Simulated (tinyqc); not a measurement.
Worked calculation: RHF in the sto-3g basis, for Li+, spin multiplicity 1. One step of it, computed by the program tinyqc.

Question. Iteration 3: DIIS coefficients. Solve [B -1; -1 0][c; lambda] = [0; -1] for the coefficients, which sum to one.

B (overlaps of the stored error matrices):
```
               1              2
1  9.1646358e-02  1.1566852e-02
2  1.1566852e-02  1.4598734e-03
```

Give: DIIS coefficients.

Answer.

DIIS coefficients: -0.144  1.144
